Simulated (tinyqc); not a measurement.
Landau levels of a parabolic two-dimensional band: one step. The lowest levels.

E(N, s) = (N + 1/2) hbar wc + s gs muB B with s = +/-1/2, each split by +/- Dv/2 into two valley states.

In a field B along z: l = 1/sqrt((e/hbar) B) is the magnetic length, n_B = B/(h/e) the number of states per area in one level, hbar wc = 2 muB B/m for mass m in m0; 1/angstrom^2 = 1e16/cm^2.

Constants: hbar^2/2m0 = 3.80998211 eV angstrom^2; e/hbar = 1.519267448e-05 1/(T angstrom^2); h/e = 413566.7697 T angstrom^2; muB = 5.788381798e-05 eV/T.

Inputs chosen for the exercise (near those of a two-dimensional electron gas in Si; the results hold for these values, not for the real material): m = 0.1889 m0 (mass); gs = 2.11 (g factor); Dv = 0.63 meV (valley splitting); gv = 2 (valleys); B = 2.4 T (magnetic field).

Question. List the eight lowest, in meV, with the gap to the next.

Give: a table of label, E (meV), gap above (meV).

Answer.

Levels:
```
label  E (meV)  gap above (meV)
0-a      0.274            0.293
0+a      0.567            0.337
0-b      0.904            0.293
0+b      1.197            0.548
1-a      1.745            0.293
1+a      2.038            0.337
1-b      2.375            0.293
1+b      2.668            0.548
```

The largest of these gaps, 0.55 meV, first occurs above level 0+b and is kB T at 6 K.

Program tinyqc; command `OMP_NUM_THREADS=1 python tinyqc.py 1252211 1252212 out.jsonl`; about 0.01 s on one thread of a shared Intel(R) Xeon(R) Processor @ 2.30GHz.
